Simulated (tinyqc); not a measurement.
Adsorption as a lattice gas: isotherms with interactions, competition, desorption peaks and saturation dose: one step, computed by the program tinyqc.

One adsorbate per site; a molecule needs 2 empty sites. Gas and surface have the same temperature.

Problem. Dose to saturate, flat and in a hole. Without desorption or interaction, 99 % coverage needs the time 99 N_s/(2 s0 F). For a round hole of aspect ratio a in molecular flow with unit sticking (Gordon), the time is N_s/(2F) x [1 + (19/4) a + (3/2) a^2]. The larger of the two times is a rough guide.

Inputs (values chosen for the exercise, for a model surface):

| quantity | value | unit |
|---|---|---|
| desorption energy E | 0.713 | eV |
| prefactor nu | 5.7e+14 | 1/s |
| site density N_s | 10 | 1/nm^2 |
| sticking coefficient s0 | 0.37 | - |
| temperature T | 267 | K |
| aspect ratio a (depth over diameter) of a hole | 20 | - |

Adsorption: dissociative (second order).

flux F = 38980.66 1/(nm^2 s)

Give: time on a flat surface; time for the hole.

Solution.

time on a flat surface = 0.03432 s

time for the hole = 0.08928 s

Transport and reaction are comparable. Caution: with k_d = nu exp(-E/(k_B T)) of these inputs desorption is not negligible over the time on a flat surface, so without interaction 99 % coverage is not reached.
